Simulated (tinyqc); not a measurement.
# On-chip interconnect, size-dependent resistivity and RC delay, step by step

tinyqc, about 0.01 s, one thread, Intel Xeon 2.30GHz (shared host): `OMP_NUM_THREADS=1 python tinyqc.py 2100066 2100067 out.jsonl` Printed values are rounded.

A rectangular line between two neighbours and two ground planes. Surface and grain-boundary scattering are added to the bulk resistivity as corrections; capacitances are parallel-plate values without fringing; inductance is ignored.

Values chosen for this exercise; metal values close to those of aluminium:
- rho0 = 2.67 uohm cm (bulk resistivity)
- lam = 18.8 nm (bulk mean free path)
- ps = 0.4 (specular share of surface scattering)
- Rg = 0.46 (reflection coefficient of grain boundaries)
- gr = 1 (grain size over the metal width)
- wd = 11 nm (drawn line width)
- AR = 2 (aspect ratio, height over width)
- tl = 1.4 nm (liner on both walls and the bottom, not conducting)
- sp = 11 nm (space to the neighbouring lines)
- hd = 27 nm (dielectric height to the planes above and below)
- ek = 2.7 (relative permittivity of the dielectric)
- Mf = 2 (Miller factor of the neighbours)
- Lw = 30 um (line length)
- Rd = 2000 ohm (driver resistance)
- Cl = 0.85 fF (load capacitance)
- dt = 26 ps (time step)

Constants: eps0 = 8.8541878128e-12 F/m. Results are converted to the units shown.

Range of the model: The metal width is under the mean free path, where the thick-limit surface term and the simple sum of corrections lose accuracy.

## Resistivity, resistance and capacitance per length

Metal width x = wd - 2 tl, height y = AR wd - tl; grain boundaries (Mayadas-Shatzkes): al = (lam/(gr x)) Rg/(1 - Rg), g = 1/[1 - 3 al/2 + 3 al^2 - 3 al^3 ln(1 + 1/al)] - 1; surfaces (Fuchs-Sondheimer, thick limit): s = (3/8) lam (1 - ps)(1/x + 1/y); rho = rho0 (1 + g + s); r = rho/(x y); c = eps0 ek (2 wd/hd + 2 Mf AR wd/sp).

x = 8.2 nm
y = 20.6 nm
al = 1.953026
g = 2.656838
s = 0.7211935
rho = 11.68934 uohm cm
r = 692.0047 ohm/um
c = 0.2107297 fF/um

rho is 4.38 times the bulk value; grain boundaries add more (2.66 against 0.721). The liner takes 30.2 % of the cross-section.

## Ladder and Elmore delays

7 equal pi sections: series Rs = r Lw/7; node capacitances c Lw/7, halved at nodes 0 and 7, with Cl added to node 7; Rd feeds node 0. Elmore delay of node k: the sum, over the resistors on the path to k, of resistance times all capacitance downstream of it.

Rs = 2965.734 ohm
C, node 0 to 7 (fF): [0.4515636, 0.9031272, 0.9031272, 0.9031272, 0.9031272, 0.9031272, 0.9031272, 1.301564]
Elmore delay, node 0 to 7 (ps): [14.34378, 34.27448, 51.52675, 66.10058, 77.99598, 87.21295, 93.75147, 97.61156]

The far-end value equals Rd (c Lw + Cl) + r Lw (c Lw/2 + Cl) for any number of pi sections; the line resistance contributes 85.3 % of it.

## Step 1: node voltages after a time step

v at t = 0, node 0 to 7 (V): [0, 0, 0, 0, 0, 0, 0, 0]

A 1 V step is applied behind Rd at t = 0. C dv/dt = -G v + b, with G the conductance matrix of the ladder (1/Rs between neighbours, 1/Rd added at node 0) and b = (1 V/Rd, 0, ...). Trapezoidal step: (C/dt + G/2) v(new) = (C/dt - G/2) v + b.

v at t = 1 dt, node 0 to 7 (V): [1.522750, 0.971921, 0.621340, 0.398776, 0.258373, 0.171203, 0.119307, 0.091992]

Node 0 overshoots the 1 V source: the trapezoidal rule rings on modes much faster than dt.

## Step 2: node voltages after a time step

As before.

v at t = 2 dt, node 0 to 7 (V): [0.3850929, 0.6820680, 0.7190755, 0.6482029, 0.5465596, 0.4510591, 0.3779449, 0.3335376]

## Course in time

A 1 V step is applied behind Rd at t = 0. C dv/dt = -G v + b, with G the conductance matrix of the ladder (1/Rs between neighbours, 1/Rd added at node 0) and b = (1 V/Rd, 0, ...). Trapezoidal step: (C/dt + G/2) v(new) = (C/dt - G/2) v + b. The last column solves the same ladder exactly by its modes.

Voltages (V):
```
t (ps)  node 0  node 3  node 7  node 7, exact
26.00    1.523  0.3988  0.0920         0.1170
52.00    0.385  0.6482  0.3335         0.3478
78.00    1.411  0.6595  0.5425         0.5270
104.0    0.540  0.8179  0.6560         0.6575
130.0    1.346  0.8256  0.7571         0.7520
156.0    0.638  0.9014  0.8236         0.8204
182.0    1.294  0.9126  0.8716         0.8699
208.0    0.706  0.9453  0.9090         0.9058
234.0    1.251  0.9575  0.9326         0.9318
260.0    0.757  0.9686  0.9528         0.9506
286.0    1.214  0.9804  0.9648         0.9642
312.0    0.796  0.9813  0.9753         0.9741
```

The far end of the ladder reaches 0.5 V at 73.52 ps, 0.753 of its Elmore delay (ln 2 = 0.693 for a single pole); the slowest mode has a time constant of 80.55 ps. The largest error of the trapezoidal steps at that node is 25 mV. Node 0 swings up and down from step to step: the trapezoidal rule does not damp modes much faster than dt, so these swings are numerical.
